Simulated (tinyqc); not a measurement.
## Field from the level spacing

Inverse problem. In a triangular well E_k = a_k (C F^2/mz1)^(1/3), a_1 = 2.338107, a_2 = 4.087949, C = hbar^2/(2 m0), F in eV/nm (1 MV/cm = 0.1 eV/nm). Find F, E_1, the mean distance 2 E_1/(3 F) of the lowest level and the sheet charge eps0 eps_r F/q behind such a field.

Values chosen for this exercise: relative permittivity eps_r = 9.61; mass along z of valley set A (1 valley(s)) mz1 = 0.204 m0.

Constants: q = 1.602176634e-19 C, hbar = 1.054571817e-34 J s, m0 = 9.1093837015e-31 kg, eps0 = 8.8541878128e-14 F/cm where lengths are in cm, hbar^2/(2 m0) = 0.0380998212 eV nm^2. Results are converted to the units shown.

spacing of the two lowest levels = 182.59666 meV

Answer. The spacing over a_2 - a_1 is the energy scale (C F^2/mz1)^(1/3), which gives F.

F = 0.780 MV/cm
E_1 = 244 meV
mean distance = 2.09 nm
sheet charge over q = 4.14e12 cm^-2

Program tinyqc, `OMP_NUM_THREADS=1 python tinyqc.py 2160098 2160099 out.jsonl`; Intel Xeon 2.30GHz, shared host, one thread, about 0.4 s.
